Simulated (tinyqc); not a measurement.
Quarter-wave Bragg mirror and the threshold of a vertical cavity: two steps of the calculation.

N pairs of lossless layers, each a quarter wave thick at lam, in the order nH, nL from the incident medium n0 to the exit medium ns; normal incidence, no dispersion. At wavelength lam + dw each layer has the phase d = (pi/2) lam/(lam + dw) and the matrix [[cos d, i sin d/n], [i n sin d, cos d]].

Parameters, values chosen for the exercise; indices close to those of silicon and silicon dioxide:
- lam = 1550 nm (design wavelength)
- nH = 3.498 (high index)
- nL = 1.442 (low index)
- N = 3 (number of pairs)
- n0 = 1 (index of the incident medium)
- ns = 1.5 (index of the exit medium)

Task 1. Thicknesses, peak reflectance and stop band. At the design wavelength Y = ns (nH/nL)^(2 N), T0 = 4 n0 Y/(n0 + Y)^2; stop band, to first order in its width, (4 lam/pi) arcsin((nH - nL)/(nH + nL)); layer thicknesses lam/(4 n).

Find: thickness of the high-index layer; thickness of the low-index layer; Y; T0; stop band.

Result 1.

thickness of the high-index layer = 110.8 nm
thickness of the low-index layer = 268.7 nm
Y = 305.6
T0 = 1.300 %
stop band = 847.1 nm

Each further pair divides T0 by about (nH/nL)^2 = 5.88.

Task 2. Reflection at the detuned wavelength. B = M11 + M12 ns, C = M21 + M22 ns; r = (n0 B - C)/(n0 B + C), T = 4 n0 ns/|n0 B + C|^2, R = |r|^2 = 1 - T.

M:
```
                         1                         2
1  -0.06212000+0.00000000i    0.00000000+0.15154329i
2   0.00000000+0.76440193i  -14.23309847+0.00000000i
```

Find: r; T; phase of r against its value at dw = 0.

Result 2.

r = -0.9932-0.0209i
T = 1.306 %
phase of r against its value at dw = 0 = 0.02106 rad

T is 1.00 times its value at the design wavelength.

tinyqc, about 0.01 s, one thread, Intel Xeon 2.30GHz (shared host): `OMP_NUM_THREADS=1 python tinyqc.py 2650103 2650104 out.jsonl`
